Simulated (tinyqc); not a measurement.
# Worked calculation: input admittance of a MOSFET at zero drain bias: distributed channel and distributed gate

Numbers from tinyqc (`OMP_NUM_THREADS=1 python tinyqc.py 2262179 2262180 out.jsonl`; about 0.01 s on one thread of a shared Intel Xeon 2.30GHz). Printed values are rounded.

Source and drain grounded, strong inversion, w = 2 pi f, Cox = eps0 eox/tox. The channel is an RC line of resistance 1/(mu Cox Vo) per square fed from both ends, so one finger has the intrinsic admittance y = i w Cox L tanh(g)/g per width, g = (1/2) sqrt(i w tau), tau = L^2/(mu Vo). The vertical resistance rv/L is in series with y, the overlaps 2 i w Cov in parallel: y_t = 1/(1/y + rv/L) + 2 i w Cov. The gate strip is a line of Rsh/L per length loaded by y_t, so a finger has Y = y_t Wf tanh(k)/k, k = (Wf/sd) sqrt(y_t Rsh/L); the device has Nf Y.

Values chosen for this exercise; values of the order met in silicon radio-frequency transistors: relative permittivity of the gate insulator (close to zirconium oxide) eox = 24.8; insulator thickness tox = 15 nm; channel length L = 0.25 um; finger width Wf = 6 um; number of fingers Nf = 8; channel mobility mu = 270 cm^2/(V s); gate overdrive Vo = 0.78 V; sheet resistance of the gate Rsh = 6.1 ohm/square; vertical resistivity of the gate stack rv = 1.4 ohm um^2; number of ends at which a finger is contacted sd = 1; overlap and fringe capacitance on each side Cov = 0.22 fF/um; frequency f = 5.7 GHz.

Constants: eps0 = 8.8541878128e-14 F/cm where lengths are in cm. Results are converted to the units shown.

## Low-frequency resistances and capacitance

Low-frequency limits, with c = Cox L and ct = c + 2 Cov: R_strip = Rsh Wf/(3 sd^2 L Nf), R_ch = (c/ct)^2 L/(12 mu Cox Vo Wf Nf), R_vert = (c/ct)^2 rv/(L Wf Nf), C = ct Wf Nf.

parts (ohm): strip 6.1, channel 1.121857, vertical 0.09296819
sum = 7.314825 ohm
C = 196.7871 fF
1/(2 pi R C) = 110.5655 GHz

The strip term is the largest, 83.4 % of the sum.

## Admittance of the channel and stack per width

tau, g, c = Cox L, y and y_t as defined.

tau = 2.967711 ps
g = 0.1152639+0.1152639i
c = 3.659731 fF/um
y = 1.1608+131.0578i uS/um
y_t = 1.2570+146.8143i uS/um

w tau = 0.106, and Im y is 1.00 of w c.

## Input impedance of the device

k and Y as defined; Z = 1/(Nf Y) = R + 1/(i w C); Q = |Im Z|/R; signal at the point farthest from a contact |1/cosh k|.

k = 0.2550201+0.2528461i
Nf Y = 0.362034+7.026346i mS
R = 7.313722 ohm
C = 196.7099 fF
Q = 19.40799
signal at the far point = 0.9980671

R is 0.015 % below its low-frequency limit and C is 0.039 % below its own.
